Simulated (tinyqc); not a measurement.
## Line constants from open and short measurements

Question. A uniform line of length len, under a quarter wavelength, has Z_open = Zc coth(gamma len) and Z_short = Zc tanh(gamma len); gamma Zc = r + i w l and gamma/Zc = g + i w c, w = 2 pi f. Find r, l and c.

Inputs (values chosen for the exercise): length len = 24 mm; frequency f = 0.41 GHz.

Zin with the far end open = 35.77523-135.21910i ohm
Zin with the far end shorted = 109.75199-2.41388i ohm

Solution. The product of the two impedances is Zc^2 and their ratio tanh^2(gamma len); the principal branch holds below a quarter wavelength.

r = 4.381 ohm/mm
l = 0.4102 nH/mm
c = 113.9 pF/m

tinyqc, about 0.01 s, one thread, Intel Xeon 2.30GHz (shared host): `OMP_NUM_THREADS=1 python tinyqc.py 2810218 2810219 out.jsonl`
